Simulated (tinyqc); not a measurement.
Ion-assisted plasma etching: sheath, surface coverage, synergy and aspect-ratio dependence: one step, computed by the program tinyqc. Command: `OMP_NUM_THREADS=1 python tinyqc.py 3019802 3019803 out.jsonl etch walk`. One thread of a shared host (Intel(R) Xeon(R) Processor @ 2.30GHz), about 0.05 s of CPU time with the checks.

Radicals adsorb on bare sites; ions remove covered sites with a high yield and bare sites by sputtering; a slow spontaneous reaction acts everywhere, walls included.

Problem. Open-field etch rate. Steady coverage: s G_n (1 - theta) = x Y G_i theta; removal flux = Y G_i theta + Y_p G_i (1 - theta) + k_c G_n; rate = flux/N, 1 cm/s = 6e8 nm/min. Lateral rate = k_c G_n/N; anisotropy = 1 - lateral/vertical; synergy = vertical/(ions alone + radicals alone), with ions alone Y_p G_i/N and radicals alone the lateral rate.

Inputs (values chosen for the exercise, close to those used for silicon in a halogen plasma): gas temperature T_g = 600 K; sticking coefficient s = 0.2; radicals per removed unit x = 4; spontaneous reaction probability k_c = 1.1e-05; solid density N = 5e+22 1/cm^3.

Feature: round hole.

yield Y = 2.525265

sputter yield Y_p = 0.2539762

ion flux G_i = 1.066652e+15 1/(cm^2 s)

radical flux G_n = 1.375867e+17 1/(cm^2 s)

Give: coverage theta; vertical rate; lateral rate; anisotropy; synergy.

Solution.

coverage theta = 0.7186

vertical rate = 24.16 nm/min

lateral rate = 0.01816 nm/min

anisotropy = 0.9992

synergy = 7.391

Ions and radicals both limit the rate. Caution: a sheath of several millimetres is collisional at usual pressures, which lowers the ion energy and widens the angles.
